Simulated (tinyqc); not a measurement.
Tight binding, kagome lattice, step by step. One step of it, computed by the program tinyqc.

Problem. Bloch Hamiltonian at k. H_AB = -t1 - t2 exp(-i k.a1), H_AC = -t1 - t2 exp(-i k.a2), H_BC = -t1 - t2 exp(i k.(a1 - a2)), H_CC = delta.

Parameters chosen for this model:
```
parameter,value,unit
t1,1.980000,"eV, up triangles"
t2,1.980000,"eV, down triangles"
delta,0.260000,eV on site C
```

k point k (fractions of the reciprocal vectors): 0.180000  0.140000

Give: H(k) at k.

Solution.

H(k) at k (eV):
```
,A,B,C
A,0.0000,-2.8230+1.7916i,-3.2421+1.5256i
B,-2.8230-1.7916i,0.0000,-3.8978-0.4924i
C,-3.2421-1.5256i,-3.8978+0.4924i,0.2600
```
